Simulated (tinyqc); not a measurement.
# Changing the pulse height V

Model: switching kinetics of a ferroelectric film and the memory window of a ferroelectric gate stack. Computed by tinyqc, a small Python program. Command: `OMP_NUM_THREADS=1 python tinyqc.py 3011066 3011067 out.jsonl feswitch sweep`. One thread of a shared host (Intel(R) Xeon(R) Processor @ 2.30GHz), about 0.02 s of CPU time with the checks.

Fields in MV/cm; 1 microcoulomb/cm^2 over eps_0 is 11.29409 MV/cm. In the stack (metal, ferroelectric, interlayer, channel) the channel is taken as a conductor.

Inputs (values chosen for the exercise, for a model hafnia-based film): saturation polarisation P_s = 18 microcoulomb/cm^2; ratio P_r/P_s = 0.85; coercive field E_c = 1.6 MV/cm; permittivity of the ferroelectric eps_F = 24; thickness t_F = 22 nm; permittivity of the interlayer eps_I = 3.9; interlayer thickness t_I = 1.9 nm; share s of P screened by trapped charge = 0.93; time constant t_inf = 1.5e-09 s; activation field E_a = 5.5 MV/cm; Merz exponent alpha = 2; dimension n = 3; pulse length t_p = 0.0002 s; breakdown field of the interlayer = 14 MV/cm.

Kinetics: Kolmogorov-Avrami-Ishibashi (KAI).

Method. Series stack: V = E_F t_F + E_I t_I and eps_I E_I = eps_F E_F + (1 - s) P/eps_0. Before switching P = -P_r, after it P = +P_s; in retention V = 0 and P = +P_r. Merz's law: t1 = t_inf exp[(E_a/E)^alpha] at the mean of the fields before and after switching. KAI: switched share = 1 - exp[-(t/t1)^n].

One run for each value:
```
pulse height V (V)  switched share  switching time t1 (s)  E_F after switching (MV/cm)  E_I after switching (MV/cm)
3.1                     1.6504e-33             1.6924e+07                       0.7143                        8.045
3.9                     1.4451e-15             1.7690e+01                       0.9518                        9.506
4.8                     3.3801e-05             6.1856e-03                       1.2189                       11.150
5.6                     9.9901e-01             1.0499e-04                       1.4563                       12.611
6.4                     1.0000e+00             7.5319e-06                       1.6938                       14.072
7.2                     1.0000e+00             1.2442e-06                       1.9312                       15.533
8.0                     1.0000e+00             3.4425e-07                       2.1687                       16.994
```

Over the rows, switched share rises from 1.65e-33 to 1.00, flat over part of the range; switching time t1 (s) falls from 1.69e7 to 3.44e-7 (exponent d ln y / d ln x -60 between the first rows and -12 between the last); E_F after switching (MV/cm) rises from 0.714 to 2.17 (exponent d ln y / d ln x 1.3 between the first rows and 1.1 between the last).  Left out: 1.50 (the pulse cannot drive the film). Left out: 2.30 (switching is frozen at this field).

Caution (rows 3.10, 3.90, 4.80, 5.60): E_F after switching lies below E_c, so switching stalls before P_s and that state is not reached. Caution (rows 6.40, 7.20, 8.00): the interlayer field exceeds its breakdown field, so charge injection would change the fields.
